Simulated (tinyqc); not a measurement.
Size of the basis: round or elliptic silicon nanowire with anisotropic valleys (Ritz method).

Wire along x = [100] on a (001) wafer, y = [010], z = [001]. Valley groups, two valleys each (w = inverse masses): A, axis along z: w_y = 1/mt, w_z = 1/ml, m_x = mt; B, axis along y: w_y = 1/ml, w_z = 1/mt, m_x = mt; C, axis along x: w_y = w_z = 1/mt, m_x = ml.

Hard wall on the ellipse (y/a)^2 + (z/b)^2 = 1, c = hbar^2/2m0. With u = y/a, v = z/b the operator is -c [(w_y/a^2) d2/du2 + (w_z/b^2) d2/dv2] on the unit disc. Basis (1 - u^2 - v^2) u^i v^j; S, X and Y are the disc integrals of f f', (df/du)(df'/du) and (df/dv)(df'/dv), from the integral of u^p v^q = 2 Gamma((p+1)/2) Gamma((q+1)/2)/((p + q + 2) Gamma((p+q+2)/2)) for even p, q; H = c (w_y X/a^2 + w_z Y/b^2).

Constants: hbar^2/2m0 = 3.80998211 eV angstrom^2.

Inputs chosen for the exercise (near those of a Si nanowire; not measured data): ml = 0.921 m0 (longitudinal mass); mt = 0.186 m0 (transverse mass); a = 14 angstrom (semi-axis along y); b = 25 angstrom (semi-axis along z).

Lowest level of each group with 1, 3, 6 and 21 even functions.

Levels (meV):

| functions | A | B | C |
|---|---|---|---|
| 1 | 333.38 | 161.64 | 411.85 |
| 3 | 307.34 | 155.63 | 393.50 |
| 6 | 305.62 | 155.59 | 393.30 |
| 21 | 305.56 | 155.59 | 393.30 |

What can be read from this table?

One function errs by 9.1 % for A, 3.9 % for B and 4.7 % for C, six by 0.06, 4e-05 and 0.00063 meV. The error grows with the axis ratio of the stretched ellipse (3.97, 1.25, 1.79); for a circle it is 6/5.783 - 1 = 3.7 %.

Program tinyqc; command `OMP_NUM_THREADS=1 python tinyqc.py 1281238 1281239 out.jsonl`; about 0.07 s on one thread of a shared Intel(R) Xeon(R) Processor @ 2.30GHz.
